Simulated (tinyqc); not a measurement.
X-ray photoelectron analysis of a thin oxide on a semiconductor: attenuation lengths, thickness, angle series and band offsets: one step, computed by the program tinyqc. Command: `OMP_NUM_THREADS=1 python tinyqc.py 3112115 3112116 out.jsonl xps walk`. One thread of a shared host (Intel(R) Xeon(R) Processor @ 2.30GHz), about 0.01 s of CPU time with the checks.

The same element is seen in the oxide and in the substrate, at nearly the same kinetic energy; films are flat and uniform, and the work function is ignored.

Task: Peak ratio. R_0 = (rho_o/M_o) L_o/((rho_s/M_s) L_s); peak ratio R = I_ox/I_sub = R_0 [exp(d/(L_o cos theta)) - 1]; hence d = L_o cos theta ln(1 + R/R_0). A carbon layer weakens both peaks alike, by exp(-d_C/(L_o cos theta)) if its L is taken equal to L_o. This R_0 leaves out intrinsic losses from the substrate peak, so calibrated values can be larger.

Inputs (values chosen for the exercise, modelled on SiO2 on silicon):

| quantity | value | unit |
|---|---|---|
| oxide density | 2.2 | g/cm^3 |
| oxide formula mass | 60.08 | g/mol |
| substrate density | 2.33 | g/cm^3 |
| substrate formula mass | 28.09 | g/mol |
| oxide thickness d | 0.87 | nm |
| emission angle from the normal | 60 | degrees |
| carbon overlayer | 0.43 | nm |

L in the oxide = 2.902643 nm

L in the substrate = 2.296634 nm

Give: R_0; d/(L_o cos theta); ratio R; oxide share of the counts; attenuation by carbon; depth 3 L_o cos theta.

Result:

R_0 = 0.55794

d/(L_o cos theta) = 0.59945

ratio R = 0.45814

oxide share of the counts = 0.31420

attenuation by carbon = 0.74358

depth 3 L_o cos theta = 4.3540 nm

Caution: beyond about 60 degrees elastic scattering and roughness make a single attenuation length unreliable.
